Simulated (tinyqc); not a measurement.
Joule-heated wire on a substrate, fin equation: two steps of the calculation.

A wire of length L loses heat along itself to two contacts and sideways to the substrate: kap A theta'' - g theta + p = 0 with theta = T - T0 and p = p0. The ends are held at T0. Constant conductivity, diffusive heat flow.

Parameters, values chosen for the exercise:
```
symbol  value     unit                                  meaning
kap       260  W/(m K)              conductivity along the wire
A         270     nm^2                            cross-section
g        0.15  W/(m K)  conductance per length to the substrate
L        5400       nm              length between the contacts
Rc          0     K/uW       thermal resistance of each contact
p0      0.026    uW/nm                       heating per length
```

Task 1. The tridiagonal system. Nodes x_i = i h, h = L/8; box widths w_i = h (h/2 at the ends); c = kap A/h; equation of node i: -c theta_(i-1) + d_i theta_i - c theta_(i+1) = b_i with d_i = 2 c + g w_i, b_i = p(x_i) w_i; theta = 0 at the end nodes.

Give: c; d; b.

Result 1.

c = 0.1040 uW/K

```
node  d (uW/K)  b (uW)
1       0.3093   17.55
2       0.3093   17.55
3       0.3093   17.55
4       0.3093   17.55
5       0.3093   17.55
6       0.3093   17.55
7       0.3093   17.55
```

Task 2. Closed form at the middle. theta(L/2) = (p0/g)[1 - 1/(cosh(L/(2 LH)) + Rc g LH sinh(L/(2 LH)))], LH = sqrt(kap A/g).

Find: theta(L/2).

Result 2.

theta(L/2) = 166.6 K

Numbers from tinyqc (`OMP_NUM_THREADS=1 python tinyqc.py 2520135 2520136 out.jsonl`; about 0.01 s on one thread of a shared Intel Xeon 2.30GHz).
